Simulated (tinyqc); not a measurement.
Inside a calculation (part 1 of 2). Method: UKS/BLYP in the sto-6g basis, for Be+, spin multiplicity 2. Computed by tinyqc, a small Python program that keeps every step (integrals from PySCF). Settings: charge = 1, multiplicity = 2, basis = sto-6g, energy threshold = 1e-10, iteration cap = 90, orthogonalisation = canonical, start = highest core orbitals, DIIS depth = 0, method = UKS, functional = blyp, grid = [20, 50]. Command: `OMP_NUM_THREADS=1 python tinyqc.py 25815 25816 out.jsonl` (the two numbers bound the seeds that draw the settings). One thread of a shared host (Intel(R) Xeon(R) Processor @ 2.60GHz), about 1 s of CPU time with the checks. Later iterations appear only in the table of the cycle.

## One-electron integrals

Geometry (angstrom):

| atom | x | y | z |
|---|---|---|---|
| Be | 0.000000 | 0.000000 | 0.000000 |

Basis sto-6g: exponents (1/bohr^2) and contraction coefficients of normalised primitives:

| element | l (shell) | exponent | coefficient |
|---|---|---|---|
| Be | s (1) | 312.870494 | 0.009164 |
| Be | s (1) | 57.364463 | 0.049361 |
| Be | s (1) | 16.048509 | 0.168538 |
| Be | s (1) | 5.513096 | 0.370563 |
| Be | s (1) | 2.140897 | 0.416492 |
| Be | s (1) | 0.881739 | 0.130334 |
| Be | s (2) | 13.633247 | -0.013253 |
| Be | s (2) | 2.698375 | -0.046992 |
| Be | s (2) | 0.838653 | -0.033785 |
| Be | s (2) | 0.322660 | 0.250242 |
| Be | s (2) | 0.140131 | 0.595117 |
| Be | s (2) | 0.064233 | 0.240706 |
| Be | p (3) | 13.633247 | 0.003760 |
| Be | p (3) | 2.698375 | 0.037679 |
| Be | p (3) | 0.838653 | 0.173897 |
| Be | p (3) | 0.322660 | 0.418036 |
| Be | p (3) | 0.140131 | 0.425860 |
| Be | p (3) | 0.064233 | 0.101708 |

Overlap, kinetic and nuclear-attraction integrals over the contracted functions; the nuclear repulsion is the sum of Za Zb / Rab.

nuclear repulsion = 0 hartree

overlap S, lower triangle:
```
           1Be 1s    1Be 2s   1Be 2px   1Be 2py   1Be 2pz
1Be 1s   1.000000
1Be 2s   0.254764  1.000000
1Be 2px  0.000000  0.000000  1.000000
1Be 2py  0.000000  0.000000  0.000000  1.000000
1Be 2pz  0.000000  0.000000  0.000000  0.000000  1.000000
```

kinetic energy T (hartree), lower triangle:
```
            1Be 1s    1Be 2s   1Be 2px   1Be 2py   1Be 2pz
1Be 1s    6.768753
1Be 2s   -0.207382  0.220121
1Be 2px   0.000000  0.000000  0.661265
1Be 2py   0.000000  0.000000  0.000000  0.661265
1Be 2pz   0.000000  0.000000  0.000000  0.000000  0.661265
```

nuclear attraction V (hartree), lower triangle:
```
             1Be 1s     1Be 2s    1Be 2px    1Be 2py    1Be 2pz
1Be 1s   -14.714791
1Be 2s    -1.650733  -2.300087
1Be 2px    0.000000   0.000000  -2.299985
1Be 2py    0.000000   0.000000   0.000000  -2.299985
1Be 2pz    0.000000   0.000000   0.000000   0.000000  -2.299985
```

core Hamiltonian H = T + V (hartree), lower triangle:
```
            1Be 1s     1Be 2s    1Be 2px    1Be 2py    1Be 2pz
1Be 1s   -7.946038
1Be 2s   -1.858116  -2.079966
1Be 2px   0.000000   0.000000  -1.638720
1Be 2py   0.000000   0.000000   0.000000  -1.638720
1Be 2pz   0.000000   0.000000   0.000000   0.000000  -1.638720
```

## Two-electron integrals

Functions are numbered as in S; the eight-fold symmetry (ij|kl) = (ji|kl) = (kl|ij) leaves the list below.

Two-electron integrals (ij|kl) in chemists' order, unique and non-zero (hartree):
```
(11|11) 2.299996   (21|11) 0.361879   (21|21) 0.071926   (22|11) 0.570332
(22|21) 0.139654   (22|22) 0.417773   (31|31) 0.015252   (32|31) 0.022555
(32|32) 0.092340   (33|11) 0.570332   (33|21) 0.139654   (33|22) 0.417773
(33|33) 0.450117   (41|41) 0.015252   (42|41) 0.022555   (42|42) 0.092340
(43|43) 0.024258   (44|11) 0.570332   (44|21) 0.139654   (44|22) 0.417773
(44|33) 0.401601   (44|44) 0.450117   (51|51) 0.015252   (52|51) 0.022555
(52|52) 0.092340   (53|53) 0.024258   (54|54) 0.024258   (55|11) 0.570332
(55|21) 0.139654   (55|22) 0.417773   (55|33) 0.401601   (55|44) 0.401601
(55|55) 0.450117
```

## Orthogonalisation

S = U s U^T; canonical form X = U s^(-1/2), so that X^T S X = 1. Each column of U has its largest component positive (the first on a tie).

eigenvalues of S: 0.745236  1.000000  1.000000  1.000000  1.254764

X:
```
                 1         2         3         4         5
1Be 1s    0.819102  0.000000  0.000000  0.000000  0.631254
1Be 2s   -0.819102  0.000000  0.000000  0.000000  0.631254
1Be 2px   0.000000  1.000000  0.000000  0.000000  0.000000
1Be 2py   0.000000  0.000000  1.000000  0.000000  0.000000
1Be 2pz   0.000000  0.000000  0.000000  1.000000  0.000000
```

Within a degenerate level the vectors are fixed only up to a rotation; this is one choice.

## Starting guess

The start is the highest orbitals of the core Hamiltonian (a deliberately bad start); D(s) = C_occ C_occ^T for each spin.

D(alpha) at the start, lower triangle:
```
           1Be 1s    1Be 2s    1Be 2px   1Be 2py   1Be 2pz
1Be 1s   0.000000
1Be 2s   0.000000  0.000000
1Be 2px  0.000000  0.000000   0.276393
1Be 2py  0.000000  0.000000  -0.447214  0.723607
1Be 2pz  0.000000  0.000000   0.000000  0.000000  1.000000
```

D(beta) at the start, lower triangle:
```
           1Be 1s    1Be 2s    1Be 2px    1Be 2py   1Be 2pz
1Be 1s   0.000000
1Be 2s   0.000000  0.000000
1Be 2px  0.000000  0.000000   0.160357
1Be 2py  0.000000  0.000000  -0.259464   0.419821
1Be 2pz  0.000000  0.000000   0.259464  -0.419821  0.419821
```

## Iteration 1: exchange-correlation on the grid

Becke grid with 20 radial and 50 angular points per atom, points of zero weight dropped. rho = sum D_ij phi_i phi_j; V_xc,ij = sum w v_xc phi_i phi_j plus the gradient terms; v_xc is d(rho eps)/d rho(s) for spin s at fixed gradient.

The 16 grid points with the largest w rho, of 1000 (bohr, atomic units):

| x | y | z | w | rho(alpha) | rho(beta) | eps_xc | v_xc(alpha) |
|---|---|---|---|---|---|---|---|
| -1.242959 | 1.242959 | -1.242959 | 0.714460 | 0.020208 | 0.020090 | -0.300628 | -0.358022 |
| 1.242959 | -1.242959 | 1.242959 | 0.714460 | 0.020208 | 0.020090 | -0.300628 | -0.358022 |
| 0.000000 | 1.522307 | -1.522307 | 0.764629 | 0.018051 | 0.017586 | -0.291072 | -0.344140 |
| 0.000000 | -1.522307 | 1.522307 | 0.764629 | 0.018051 | 0.017586 | -0.291072 | -0.344140 |
| -0.938583 | 0.938583 | -0.938583 | 0.333058 | 0.038885 | 0.038657 | -0.358839 | -0.447916 |
| 0.938583 | -0.938583 | 0.938583 | 0.333058 | 0.038885 | 0.038657 | -0.358839 | -0.447916 |
| 0.649114 | -0.649114 | 1.947342 | 0.683285 | 0.020744 | 0.017048 | -0.295990 | -0.356762 |
| -0.649114 | 0.649114 | -1.947342 | 0.683285 | 0.020744 | 0.017048 | -0.295990 | -0.356762 |
| 0.649114 | -1.947342 | 0.649114 | 0.683285 | 0.019940 | 0.017048 | -0.294184 | -0.352858 |
| -0.649114 | 1.947342 | -0.649114 | 0.683285 | 0.019940 | 0.017048 | -0.294184 | -0.352858 |
| 0.000000 | -1.149525 | 1.149525 | 0.356445 | 0.034733 | 0.033840 | -0.347457 | -0.429976 |
| 0.000000 | 1.149525 | -1.149525 | 0.356445 | 0.034733 | 0.033840 | -0.347457 | -0.429976 |
| -1.522307 | 1.522307 | 0.000000 | 0.764629 | 0.019840 | 0.011511 | -0.284269 | -0.344163 |
| 1.522307 | -1.522307 | 0.000000 | 0.764629 | 0.019840 | 0.011511 | -0.284269 | -0.344163 |
| 0.490159 | -0.490159 | 1.470478 | 0.318525 | 0.039916 | 0.032804 | -0.353336 | -0.447437 |
| -0.490159 | 0.490159 | -1.470478 | 0.318525 | 0.039916 | 0.032804 | -0.353336 | -0.447437 |

electrons on the grid, sum of w rho = 3.000000

E_xc = sum of w rho eps_xc = -0.82906016 hartree

V_xc(alpha) (hartree), lower triangle:
```
            1Be 1s     1Be 2s    1Be 2px    1Be 2py    1Be 2pz
1Be 1s   -0.903318
1Be 2s   -0.126108  -0.327916
1Be 2px   0.000000   0.000000  -0.292549
1Be 2py   0.000000   0.000000   0.039304  -0.334565
1Be 2pz   0.000000   0.000000  -0.003358   0.001062  -0.356583
```

V_xc(beta) (hartree), lower triangle:
```
            1Be 1s     1Be 2s    1Be 2px    1Be 2py    1Be 2pz
1Be 1s   -1.508408
1Be 2s   -0.144821  -0.287423
1Be 2px   0.000000   0.000000  -0.289637
1Be 2py   0.000000   0.000000   0.007173  -0.292308
1Be 2pz   0.000000   0.000000  -0.027745   0.050134  -0.280233
```

## Iteration 1: building the Kohn-Sham matrix

J_ij = sum D_kl (ij|kl) with D = D(alpha) + D(beta); F = H + J + V_xc; E = tr D H + tr D J / 2 + E_xc + E_nn.

Coulomb J (hartree), lower triangle:
```
           1Be 1s    1Be 2s    1Be 2px    1Be 2py   1Be 2pz
1Be 1s   1.710997
1Be 2s   0.418961  1.253319
1Be 2px  0.000000  0.000000   1.225992
1Be 2py  0.000000  0.000000  -0.034285   1.260277
1Be 2pz  0.000000  0.000000   0.012588  -0.020368  1.273686
```

F(alpha) (hartree), lower triangle:
```
            1Be 1s     1Be 2s    1Be 2px    1Be 2py    1Be 2pz
1Be 1s   -7.138359
1Be 2s   -1.565263  -1.154563
1Be 2px   0.000000   0.000000  -0.705277
1Be 2py   0.000000   0.000000   0.005019  -0.713008
1Be 2pz   0.000000   0.000000   0.009230  -0.019306  -0.721617
```

F(beta) (hartree), lower triangle:
```
            1Be 1s     1Be 2s    1Be 2px    1Be 2py    1Be 2pz
1Be 1s   -7.743449
1Be 2s   -1.583975  -1.114070
1Be 2px   0.000000   0.000000  -0.702365
1Be 2py   0.000000   0.000000  -0.027112  -0.670752
1Be 2pz   0.000000   0.000000  -0.015157   0.029766  -0.645267
```

total energy of this density = -3.81672720 hartree

## Iteration 1: diagonalisation and new density

Diagonalise F' = X^T F X, C = X C', fill 2 alpha and 1 beta electrons from the bottom; D(s) = C_occ C_occ^T. Each column has its largest component positive (the first on a tie).

F' = X^T F X (alpha) (hartree), lower triangle:
```
           1          2          3          4          5
1  -3.463600
2   0.000000  -0.705277
3   0.000000   0.005019  -0.713008
4   0.000000   0.009230  -0.019306  -0.721617
5  -3.093990   0.000000   0.000000   0.000000  -4.552029
```

orbital energies (alpha) (hartree): MO1 -7.149302, MO2 -0.866327, MO3 -0.740165, MO4 -0.702811, MO5 -0.696927

coefficients C (alpha):
```
               MO1        MO2        MO3       MO4        MO5
1Be 1s    1.010124  -0.221495   0.000000  0.000000   0.000000
1Be 2s   -0.043157   1.033222   0.000000  0.000000   0.000000
1Be 2px   0.000000   0.000000  -0.284769  0.907324  -0.309306
1Be 2py   0.000000   0.000000   0.589828  0.420202   0.689589
1Be 2pz   0.000000   0.000000   0.755652  0.013937  -0.654825
```

F' = X^T F X (beta) (hartree), lower triangle:
```
           1          2          3          4          5
1  -3.817295
2   0.000000  -0.702365
3   0.000000  -0.027112  -0.670752
4   0.000000  -0.015157   0.029766  -0.645267
5  -3.427796   0.000000   0.000000   0.000000  -4.791924
```

orbital energies (beta) (hartree): MO1 -7.766872, MO2 -0.842347, MO3 -0.717993, MO4 -0.683912, MO5 -0.616479

coefficients C (beta):
```
               MO1        MO2        MO3        MO4        MO5
1Be 1s    1.013630  -0.204852   0.000000   0.000000   0.000000
1Be 2s   -0.060144   1.032372   0.000000   0.000000   0.000000
1Be 2px   0.000000   0.000000   0.858457   0.405271  -0.314336
1Be 2py   0.000000   0.000000   0.511970  -0.640510   0.572393
1Be 2pz   0.000000   0.000000  -0.030638   0.652305   0.757337
```

D(alpha) after iteration 1, lower triangle:
```
            1Be 1s    1Be 2s   1Be 2px   1Be 2py   1Be 2pz
1Be 1s    1.069410
1Be 2s   -0.272447  1.069410
1Be 2px   0.000000  0.000000  0.000000
1Be 2py   0.000000  0.000000  0.000000  0.000000
1Be 2pz   0.000000  0.000000  0.000000  0.000000  0.000000
```

D(beta) after iteration 1, lower triangle:
```
            1Be 1s    1Be 2s   1Be 2px   1Be 2py   1Be 2pz
1Be 1s    1.027446
1Be 2s   -0.060964  0.003617
1Be 2px   0.000000  0.000000  0.000000
1Be 2py   0.000000  0.000000  0.000000  0.000000
1Be 2pz   0.000000  0.000000  0.000000  0.000000  0.000000
```

## Iteration 2: exchange-correlation on the grid

As before.

The 16 grid points with the largest w rho, of 1000 (bohr, atomic units):

| x | y | z | w | rho(alpha) | rho(beta) | eps_xc | v_xc(alpha) |
|---|---|---|---|---|---|---|---|
| 0.000000 | 0.271071 | -0.271071 | 0.007283 | 0.963051 | 0.956523 | -1.113675 | -1.188721 |
| 0.271071 | 0.000000 | 0.271071 | 0.007283 | 0.963051 | 0.956523 | -1.113675 | -1.188721 |
| 0.271071 | 0.000000 | -0.271071 | 0.007283 | 0.963051 | 0.956523 | -1.113675 | -1.188721 |
| -0.271071 | 0.000000 | 0.271071 | 0.007283 | 0.963051 | 0.956523 | -1.113675 | -1.188721 |
| 0.000000 | -0.271071 | 0.271071 | 0.007283 | 0.963051 | 0.956523 | -1.113675 | -1.188721 |
| 0.000000 | -0.271071 | -0.271071 | 0.007283 | 0.963051 | 0.956523 | -1.113675 | -1.188721 |
| 0.000000 | 0.271071 | 0.271071 | 0.007283 | 0.963051 | 0.956523 | -1.113675 | -1.188721 |
| 0.271071 | -0.271071 | 0.000000 | 0.007283 | 0.963051 | 0.956523 | -1.113675 | -1.188721 |
| -0.271071 | -0.271071 | 0.000000 | 0.007283 | 0.963051 | 0.956523 | -1.113675 | -1.188721 |
| -0.271071 | 0.271071 | 0.000000 | 0.007283 | 0.963051 | 0.956523 | -1.113675 | -1.188721 |
| 0.271071 | 0.271071 | 0.000000 | 0.007283 | 0.963051 | 0.956523 | -1.113675 | -1.188721 |
| -0.271071 | 0.000000 | -0.271071 | 0.007283 | 0.963051 | 0.956523 | -1.113675 | -1.188721 |
| -0.221328 | 0.221328 | -0.221328 | 0.006805 | 0.963051 | 0.956523 | -1.113675 | -1.188721 |
| -0.221328 | 0.221328 | 0.221328 | 0.006805 | 0.963051 | 0.956523 | -1.113675 | -1.188721 |
| 0.221328 | 0.221328 | 0.221328 | 0.006805 | 0.963051 | 0.956523 | -1.113675 | -1.188721 |
| -0.221328 | -0.221328 | 0.221328 | 0.006805 | 0.963051 | 0.956523 | -1.113675 | -1.188721 |

electrons on the grid, sum of w rho = 2.999968

E_xc = sum of w rho eps_xc = -2.60718153 hartree

V_xc(alpha) (hartree), lower triangle:
```
            1Be 1s     1Be 2s    1Be 2px    1Be 2py    1Be 2pz
1Be 1s   -1.504400
1Be 2s   -0.188033  -0.282047
1Be 2px   0.000000   0.000000  -0.282072
1Be 2py   0.000000   0.000000   0.000000  -0.282072
1Be 2pz   0.000000   0.000000   0.000000   0.000000  -0.282072
```

V_xc(beta) (hartree), lower triangle:
```
            1Be 1s     1Be 2s    1Be 2px    1Be 2py    1Be 2pz
1Be 1s   -1.496517
1Be 2s   -0.185565  -0.188864
1Be 2px   0.000000   0.000000  -0.188937
1Be 2py   0.000000   0.000000   0.000000  -0.188937
1Be 2pz   0.000000   0.000000   0.000000   0.000000  -0.188937
```

## Iteration 2: building the Kohn-Sham matrix

As before.

Coulomb J (hartree), lower triangle:
```
           1Be 1s    1Be 2s   1Be 2px   1Be 2py   1Be 2pz
1Be 1s   5.193430
1Be 2s   0.860699  1.551061
1Be 2px  0.000000  0.000000  1.551062
1Be 2py  0.000000  0.000000  0.000000  1.551062
1Be 2pz  0.000000  0.000000  0.000000  0.000000  1.551062
```

F(alpha) (hartree), lower triangle:
```
            1Be 1s     1Be 2s    1Be 2px    1Be 2py    1Be 2pz
1Be 1s   -4.257008
1Be 2s   -1.185450  -0.810952
1Be 2px   0.000000   0.000000  -0.369730
1Be 2py   0.000000   0.000000   0.000000  -0.369730
1Be 2pz   0.000000   0.000000   0.000000   0.000000  -0.369730
```

F(beta) (hartree), lower triangle:
```
            1Be 1s     1Be 2s    1Be 2px    1Be 2py    1Be 2pz
1Be 1s   -4.249125
1Be 2s   -1.182981  -0.717769
1Be 2px   0.000000   0.000000  -0.276594
1Be 2py   0.000000   0.000000   0.000000  -0.276594
1Be 2pz   0.000000   0.000000   0.000000   0.000000  -0.276594
```

total energy of this density = -14.27156679 hartree

## Iteration 2: diagonalisation and new density

As before.

F' = X^T F X (alpha) (hartree), lower triangle:
```
           1          2          3          4          5
1  -1.809535
2   0.000000  -0.369730
3   0.000000   0.000000  -0.369730
4   0.000000   0.000000   0.000000  -0.369730
5  -1.781822   0.000000   0.000000   0.000000  -2.964246
```

orbital energies (alpha) (hartree): MO1 -4.259917, MO2 -0.513863, MO3 -0.369730, MO4 -0.369730, MO5 -0.369730

coefficients C (alpha):
```
              MO1        MO2       MO3        MO4        MO5
1Be 1s   0.992269  -0.291225  0.000000   0.000000   0.000000
1Be 2s   0.028820   1.033721  0.000000   0.000000   0.000000
1Be 2px  0.000000   0.000000  0.000000   0.029990   0.999550
1Be 2py  0.000000   0.000000  0.935662  -0.352740   0.010584
1Be 2pz  0.000000   0.000000  0.352898   0.935241  -0.028061
```

F' = X^T F X (beta) (hartree), lower triangle:
```
           1          2          3          4          5
1  -1.745039
2   0.000000  -0.276594
3   0.000000   0.000000  -0.276594
4   0.000000   0.000000   0.000000  -0.276594
5  -1.825928   0.000000   0.000000   0.000000  -2.922006
```

orbital energies (beta) (hartree): MO1 -4.251940, MO2 -0.415105, MO3 -0.276594, MO4 -0.276594, MO5 -0.276594

coefficients C (beta):
```
              MO1        MO2        MO3       MO4        MO5
1Be 1s   0.992497  -0.290446   0.000000  0.000000   0.000000
1Be 2s   0.028010   1.033743   0.000000  0.000000   0.000000
1Be 2px  0.000000   0.000000   0.960455  0.277840  -0.018219
1Be 2py  0.000000   0.000000   0.004869  0.048664   0.998803
1Be 2pz  0.000000   0.000000  -0.278394  0.959394  -0.045387
```

D(alpha) after iteration 2, lower triangle:
```
            1Be 1s    1Be 2s   1Be 2px   1Be 2py   1Be 2pz
1Be 1s    1.069410
1Be 2s   -0.272447  1.069410
1Be 2px   0.000000  0.000000  0.000000
1Be 2py   0.000000  0.000000  0.000000  0.000000
1Be 2pz   0.000000  0.000000  0.000000  0.000000  0.000000
```

D(beta) after iteration 2, lower triangle:
```
           1Be 1s    1Be 2s   1Be 2px   1Be 2py   1Be 2pz
1Be 1s   0.985051
1Be 2s   0.027799  0.000785
1Be 2px  0.000000  0.000000  0.000000
1Be 2py  0.000000  0.000000  0.000000  0.000000
1Be 2pz  0.000000  0.000000  0.000000  0.000000  0.000000
```

Within a degenerate level the vectors are fixed only up to a rotation; this is one choice.

## Iteration 6 (converged): orbitals

converged F(alpha) (hartree), lower triangle:
```
            1Be 1s     1Be 2s    1Be 2px    1Be 2py    1Be 2pz
1Be 1s   -4.291753
1Be 2s   -1.188598  -0.812122
1Be 2px   0.000000   0.000000  -0.370898
1Be 2py   0.000000   0.000000   0.000000  -0.370898
1Be 2pz   0.000000   0.000000   0.000000   0.000000  -0.370898
```

converged F(beta) (hartree), lower triangle:
```
            1Be 1s     1Be 2s    1Be 2px    1Be 2py    1Be 2pz
1Be 1s   -4.273412
1Be 2s   -1.186174  -0.733726
1Be 2px   0.000000   0.000000  -0.292484
1Be 2py   0.000000   0.000000   0.000000  -0.292484
1Be 2pz   0.000000   0.000000   0.000000   0.000000  -0.292484
```

As before.

F' = X^T F X (alpha) (hartree), lower triangle:
```
           1          2          3          4          5
1  -1.829407
2   0.000000  -0.370898
3   0.000000   0.000000  -0.370898
4   0.000000   0.000000   0.000000  -0.370898
5  -1.799183   0.000000   0.000000   0.000000  -2.981066
```

orbital energies (alpha) (hartree): MO1 -4.294320, MO2 -0.516152, MO3 -0.370898, MO4 -0.370898, MO5 -0.370898

coefficients C (alpha):
```
              MO1        MO2        MO3        MO4       MO5
1Be 1s   0.992792  -0.289438   0.000000   0.000000  0.000000
1Be 2s   0.026959   1.033771   0.000000   0.000000  0.000000
1Be 2px  0.000000   0.000000   0.998605   0.023736  0.047169
1Be 2py  0.000000   0.000000  -0.044339   0.862047  0.504886
1Be 2pz  0.000000   0.000000  -0.028677  -0.506273  0.861896
```

F' = X^T F X (beta) (hartree), lower triangle:
```
           1          2          3          4          5
1  -1.767757
2   0.000000  -0.292484
3   0.000000   0.000000  -0.292484
4   0.000000   0.000000   0.000000  -0.292484
5  -1.830235   0.000000   0.000000   0.000000  -2.940586
```

orbital energies (beta) (hartree): MO1 -4.276057, MO2 -0.432286, MO3 -0.292484, MO4 -0.292484, MO5 -0.292484

coefficients C (beta):
```
              MO1        MO2        MO3       MO4        MO5
1Be 1s   0.992746  -0.289597   0.000000  0.000000   0.000000
1Be 2s   0.027125   1.033767   0.000000  0.000000   0.000000
1Be 2px  0.000000   0.000000  -0.041361  0.166243   0.985217
1Be 2py  0.000000   0.000000  -0.273770  0.946437  -0.171192
1Be 2pz  0.000000   0.000000   0.960905  0.276804  -0.006367
```

D(alpha) after iteration 6, lower triangle:
```
            1Be 1s    1Be 2s   1Be 2px   1Be 2py   1Be 2pz
1Be 1s    1.069410
1Be 2s   -0.272447  1.069410
1Be 2px   0.000000  0.000000  0.000000
1Be 2py   0.000000  0.000000  0.000000  0.000000
1Be 2pz   0.000000  0.000000  0.000000  0.000000  0.000000
```

D(beta) after iteration 6, lower triangle:
```
           1Be 1s    1Be 2s   1Be 2px   1Be 2py   1Be 2pz
1Be 1s   0.985544
1Be 2s   0.026928  0.000736
1Be 2px  0.000000  0.000000  0.000000
1Be 2py  0.000000  0.000000  0.000000  0.000000
1Be 2pz  0.000000  0.000000  0.000000  0.000000  0.000000
```

Within a degenerate level the vectors are fixed only up to a rotation; this is one choice.
